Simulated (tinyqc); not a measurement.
Inside a calculation. Method: lattice vibrations of a chain. Computed by tinyqc, a small Python program that keeps every step. Command: `OMP_NUM_THREADS=1 python tinyqc.py 29191 29192 out.jsonl` (the two numbers bound the seeds that draw the settings). One thread of a shared host (Intel(R) Xeon(R) Processor @ 2.60GHz), about 0.01 s of CPU time with the checks.

## Dynamical matrix at q = 0.49

A chain moving along its axis:
```
atom,mass (u),spring to the next atom (eV/angstrom^2)
1,55.800000,18.400000
2,23.800000,24.100000
3,90.000000,29.200000
4,86.200000,19.600000
```

q is in units of 2 pi/a. A spring k from atom i to atom j, n cells on, adds k to Phi_ii and Phi_jj, -k exp(2 pi i q n) to Phi_ij and the conjugate to Phi_ji (for one atom a cell: 2k (1 - cos 2 pi q n)); D_ij = Phi_ij / sqrt(m_i m_j).

D(q) (eV/(angstrom^2 u)), lower triangle (Hermitian):
```
,1,2,3,4
1,0.681004
2,-0.504908,1.785714
3,0.000000,-0.520724,0.592222
4,0.282051-0.017745i,0.000000,-0.331519,0.566125
```

## Frequencies

omega^2 are the eigenvalues; wavenumber = 521.4708 sqrt(eigenvalue) 1/cm.

eigenvalues: 0.144983  0.306399  1.037092  2.136591

wavenumbers (1/cm): 198.6  288.7  531.1  762.2

weights |e|^2 of the mass-weighted modes:
```
,mode 1,mode 2,mode 3,mode 4
atom 1,0.050613,0.570692,0.282228,0.096466
atom 2,0.022068,0.167652,0.000083,0.810198
atom 3,0.460179,0.187306,0.259269,0.093246
atom 4,0.467139,0.074350,0.458421,0.000090
```

## Dispersion and heat capacity

C/k_B per atom = mean over q = (j + 1/2)/80, j = 0..39 and all branches of y^2 e^y/(e^y - 1)^2, y = hc wavenumber / k_B T.

Wavenumbers (1/cm):
```
q,branch 1,branch 2,branch 3,branch 4
0.000000,0.000000,417.714921,473.176953,766.412729
0.062500,30.054884,411.324905,478.041511,766.260723
0.125000,59.914913,396.264461,488.536008,765.824983
0.187500,89.352333,377.234255,500.004024,765.164759
0.250000,118.050895,356.297096,510.510367,764.373067
0.312500,145.476750,334.618061,519.233701,763.566819
0.375000,170.518068,313.570312,525.732910,762.871424
0.437500,190.408734,296.039939,529.736772,762.400470
0.500000,198.791365,288.438784,531.088743,762.233864
```

Heat capacity:
```
T (K),C/k_B per atom
20,0.047788
50,0.122365
100,0.246928
200,0.505485
300,0.686266
600,0.895018
1200,0.971367
```

zero-point energy per atom = 26.952750 meV
